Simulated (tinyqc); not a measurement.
From results back to parameters: round or elliptic silicon nanowire with anisotropic valleys (Ritz method). Three cases, with inputs chosen for the exercise.

Problem. For a circular wire every level scales as 1/R^2. The lowest level of group A was computed from a hidden radius.

Wire along x = [100] on a (001) wafer, y = [010], z = [001]. Valley groups, two valleys each (w = inverse masses): A, axis along z: w_y = 1/mt, w_z = 1/ml, m_x = mt; B, axis along y: w_y = 1/ml, w_z = 1/mt, m_x = mt; C, axis along x: w_y = w_z = 1/mt, m_x = ml.

Hard wall on the ellipse (y/a)^2 + (z/b)^2 = 1, c = hbar^2/2m0. With u = y/a, v = z/b the operator is -c [(w_y/a^2) d2/du2 + (w_z/b^2) d2/dv2] on the unit disc. Basis (1 - u^2 - v^2) u^i v^j; S, X and Y are the disc integrals of f f', (df/du)(df'/du) and (df/dv)(df'/dv), from the integral of u^p v^q = 2 Gamma((p+1)/2) Gamma((q+1)/2)/((p + q + 2) Gamma((p+q+2)/2)) for even p, q; H = c (w_y X/a^2 + w_z Y/b^2).

Converged values use 21 functions of each parity class (e or o in u, then in v).

Constants: hbar^2/2m0 = 3.80998211 eV angstrom^2.

Case 1.

Values chosen (out of a larger set: near those of a Si nanowire; not measured data): ml = 0.907 m0 (longitudinal mass); mt = 0.193 m0 (transverse mass).

level = 0.047153 eV

Case 2.

Values chosen (out of a larger set: near those of a Si nanowire; not measured data): ml = 0.934 m0 (longitudinal mass); mt = 0.194 m0 (transverse mass).

level = 0.061909 eV

Case 3.

Values chosen (out of a larger set: near those of a Si nanowire; not measured data): ml = 0.909 m0 (longitudinal mass); mt = 0.187 m0 (transverse mass).

level = 0.053868 eV

Find: E R^2/c; R.

Solution.

Case 1.

E R^2/c = 17.871
R = 38.0 angstrom

Solve once for R = 1 and scale. The mean inverse mass would give 2.404826^2 (1/mt + 1/ml)/2 = 18.170, 1.7 % too high.

Case 2.

E R^2/c = 17.695
R = 33.0 angstrom

Solve once for R = 1 and scale. The mean inverse mass would give 2.404826^2 (1/mt + 1/ml)/2 = 18.001, 1.7 % too high.

Case 3.

E R^2/c = 18.324
R = 36.0 angstrom

Solve once for R = 1 and scale. The mean inverse mass would give 2.404826^2 (1/mt + 1/ml)/2 = 18.644, 1.7 % too high.

Computed by tinyqc, one run a case: `OMP_NUM_THREADS=1 python tinyqc.py N N+1 out.jsonl` with N = 1250695, 1250763, 1250780; one thread of a shared Intel(R) Xeon(R) Processor @ 2.30GHz, about 0.05 s a run at most.
